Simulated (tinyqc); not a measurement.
AlGaN/GaN HEMT with access regions, lumped model: one step of the calculation.

A polarisation-induced electron sheet under a Schottky gate, in series with two ungated access regions and contacts. Drift law v = mu E/(1 + mu E/vs) under the gate. Currents in mA/mm, resistances in ohm mm. No self-heating, no channel-length modulation; fits for polarisation, barrier and offset are chosen for the exercise.

Problem. On-resistance and breakdown. sigma = (5e13 x + 1.6e13 x^2) cm^-2, phiB = 0.84 + 1.3 x, dEc = 0.7 (1.71 x + x^2) in volts, Cb = eps0 eps_r/d, VT = phiB - dEc - q sigma/Cb, access density n0 = -Cb VT/q. Ron = 2 Rc + Ls/(q mu n0) + Ld/(q mu (1 - ft) n0) + Lg/(mu Cb (Vg - VT)). Off state: a depleted stretch that holds the voltage V has the peak field sqrt(k V), k = 2 q n0/(eps0 eps_r te), so one edge holds V1 = Ec^2/k. The sheet under the plate pinches off at Vf = q n0 (1/Cb + tf/(eps0 ei)); beyond it the gate edge is screened. BV = V1 if Vf >= V1, else Vf + V1, and at most Ec Ld. Specific resistance Ron (Ls + Lg + Ld); figure of merit BV^2 over it.

Values chosen for this exercise; values close to those of AlGaN/GaN structures:

| symbol | value | unit | meaning |
|---|---|---|---|
| x | 0.33 |  | aluminium share of the barrier |
| d | 12 | nm | barrier thickness |
| eps_r | 9.2 |  | relative permittivity of barrier and channel |
| mu | 1300 | cm^2/(V s) | channel mobility |
| vs | 1.1e7 | cm/s | saturation velocity |
| Lg | 1 | um | gate length |
| Ls | 0.5 | um | source access length |
| Ld | 16 | um | drain access length |
| Rc | 0.44 | ohm mm | resistance of each contact |
| ft | 0 |  | share of the drain-access electrons removed by traps |
| Vg | 1 | V | gate voltage |
| Ec | 3.2 | MV/cm | critical field |
| te | 0.28 | um | depth over which the depleted charge spreads |
| tf | 200 | nm | insulator under the field plate |
| ei | 3.9 |  | relative permittivity of that insulator |

Constants: q = 1.602176634e-19 C, eps0 = 8.8541878128e-14 F/cm where lengths are in cm. Results are converted to the units shown.

Find: Ron; Vf; V1; BV; specific resistance; figure of merit.

Solution.

Ron = 6.4616 ohm mm
Vf = 141.42 V
V1 = 49.042 V
BV = 49.042 V
specific resistance = 1.1308 mohm cm^2
figure of merit = 2.1269 MW/cm^2

The plate pinches off too late to screen the gate edge, so it adds nothing.

Numbers from tinyqc (`OMP_NUM_THREADS=1 python tinyqc.py 2570047 2570048 out.jsonl`; about 0.02 s on one thread of a shared Intel Xeon 2.30GHz).
